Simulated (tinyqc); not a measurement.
Drift velocity with scattering: Wannier-Stark ladder of a miniband.

Constants: hbar = 6.58211957e-16 eV s.

Parameters, chosen for this exercise (out of a larger set: near those of a non-polar GaN/AlGaN superlattice; not measured data):
- W = 16 meV (miniband width)
- d = 55 angstrom (period)
- G = 12 meV (hbar/tau)

Esaki-Tsu: v = v0 y/(1 + y^2), y = e F d/G, v0 = W d/(2 hbar), at zero temperature; 1 angstrom/s = 1e-8 cm/s, 1 kV/cm = 0.01 meV/angstrom. The last column is dv/dF in cm^2/(V s).

Results:

| y | F (kV/cm) | v (1e6 cm/s) | dv/dF |
|---|---|---|---|
| 0.1 | 2.18 | 0.66 | 297 |
| 0.6 | 13.09 | 2.95 | 106 |
| 1.0 | 21.82 | 3.34 | 0 |
| 1.5 | 32.73 | 3.09 | -36 |
| 2.5 | 54.55 | 2.31 | -31 |
| 4.0 | 87.27 | 1.57 | -16 |

Give the missing row, y = 0.3.

Computed row:
```
y    F (kV/cm)  v (1e6 cm/s)  dv/dF
0.3       6.55          1.84    235
```

v0 = 6.68 x 1e6 cm/s
field at y = 1 = 21.82 kV/cm

The velocity peaks at v0/2 = 3.34 x 1e6 cm/s at 21.82 kV/cm and then falls: negative differential velocity, steepest at y = sqrt3 with -v0/(8 Fc) = -38 cm^2/(V s). The low-field mobility is v0/Fc = 306 cm^2/(V s). At the peak the swing is W/G = 1.3 periods, too few for the semiclassical picture to be safe.

Computed by tinyqc, a small Python program: `OMP_NUM_THREADS=1 python tinyqc.py 1251745 1251746 out.jsonl` (the numbers bound the seed that draws the inputs); one thread of a shared host (Intel(R) Xeon(R) Processor @ 2.30GHz), about 0.01 s for the whole set of steps.
